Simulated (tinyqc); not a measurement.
# Slope factor and drain-induced lowering from three currents

Question. With source and body at 0 V, I = A exp((Vg + dd Vd)/(nf Vt)) (1 - exp(-Vd/Vt)). Find nf, the swing nf Vt ln 10 and dd.

Values chosen for this exercise: temperature T = 300 K.

Constants: q = 1.602176634e-19 C, kB = 1.380649e-23 J/K, Vt = kB T/q. Results are converted to the units shown.

currents at (Vg, Vd) = (0, 0.05), (0, 0.8) and (0.1, 0.8) V (nA/um): 0.0077992792  0.46586750  12.357442

Answer. The pair at equal Vd gives nf; the pair at equal Vg, after dividing out the factors 1 - exp(-Vd/Vt), gives dd.

nf = 1.18
swing = 70.2 mV/decade
dd = 0.160

Computed by the program tinyqc: `OMP_NUM_THREADS=1 python tinyqc.py 2242219 2242220 out.jsonl`, one thread of a shared Intel Xeon 2.30GHz, about 0.03 s for the whole run.
